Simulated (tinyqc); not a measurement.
Gaussian against the exact two-step profile: two-step dopant diffusion (predeposition and drive-in) with a constant diffusivity. Computed by tinyqc, a small Python program. Command: `OMP_NUM_THREADS=1 python tinyqc.py 3018571 3018572 out.jsonl dopdiff walk`. One thread of a shared host (Intel(R) Xeon(R) Processor @ 2.30GHz), about 0.07 s of CPU time with the checks.

Fick diffusion into a half space x > 0 whose background doping C_B is of the opposite type, so that a junction lies where C = C_B.

Inputs (values chosen for the exercise, modelled on arsenic in silicon):
```
quantity                        value    unit
prefactor D0                     8.45  cm^2/s
activation energy E              3.98      eV
surface concentration C_s     9.4e+19  1/cm^3
background doping C_B         7.2e+14  1/cm^3
predeposition temperature T1      850       C
predeposition time t1              30     min
drive-in temperature T2          1025       C
drive-in time t2                  120     min
```

Furnace ramps of the drive-in: none.

Constants: k_B = 8.617333262e-05 eV/K.

Method:
- D = D0 exp(-E/(k_B T)).
- Temperatures in kelvin are T(C) + 273.15.
- Times in seconds are 60 times the minutes.
- (Dt)2 = D2 t2, t2 in seconds.
- C = C_s erfc(x/(2 sqrt(D1 t1))); dose Q = 2 C_s sqrt(D1 t1/pi); the junction solves erfc(z) = C_B/C_s with x_j = 2 z sqrt(D1 t1).
- With a sealed surface and a thin source, C = Q/sqrt(pi (Dt)2) exp(-x^2/(4 (Dt)2)); x_j = 2 sqrt((Dt)2 ln(C(0)/C_B)); gradient at the junction |dC/dx| = C_B x_j/(2 (Dt)2).
- Exact two-step profile: C = (2 C_s/pi) int_0^alpha exp(-beta (1 + u^2))/(1 + u^2) du with alpha = sqrt(D1 t1/(Dt)2), beta = x^2/(4 (D1 t1 + (Dt)2)).
- The integral takes 48 Gauss-Legendre points; solve C(x) = C_B.
- Gaussian: C = Q/sqrt(pi (Dt)2) exp(-x^2/(4 (Dt)2)).
- Depths are fractions of the Gaussian x_j.

surface concentration C(0) (Gaussian) = 1.87162e+18 1/cm^3

junction depth x_j = 0.260129 um

drive-in budget (Dt)2 = 2.15142e-11 cm^2

product D1 t1 = 2.10449e-14 cm^2

exact junction depth = 0.260208 um

Profiles:
```
x/x_j   x (um)  Gaussian (1/cm^3)  exact (1/cm^3)   ratio
0.0    0.00000         1.8716e+18      1.8710e+18  1.0003
0.2    0.05203         1.3665e+18      1.3664e+18  1.0001
0.4    0.10405         5.3191e+17      5.3217e+17  0.9995
0.6    0.15608         1.1037e+17      1.1054e+17  0.9985
0.8    0.20810         1.2209e+16      1.2245e+16  0.9971
1.0    0.26013         7.2000e+14      7.2346e+14  0.9952
1.2    0.31215         2.2635e+13      2.2795e+13  0.9930
```

What follows from these numbers?

With D1 t1/(Dt)2 = 9.8e-4, the Gaussian is 0.033 % high at the surface and 0.48 % low at its own junction; the exact junction lies at 0.2602 um, 0.031 % deeper. The dose is the same, but the real source already has a width, which is negligible here. Caution: C_s exceeds the intrinsic carrier density of silicon at the predeposition temperature (2e18 to 1e19 per cm^3), where real diffusivities rise with concentration and profiles turn box-like.
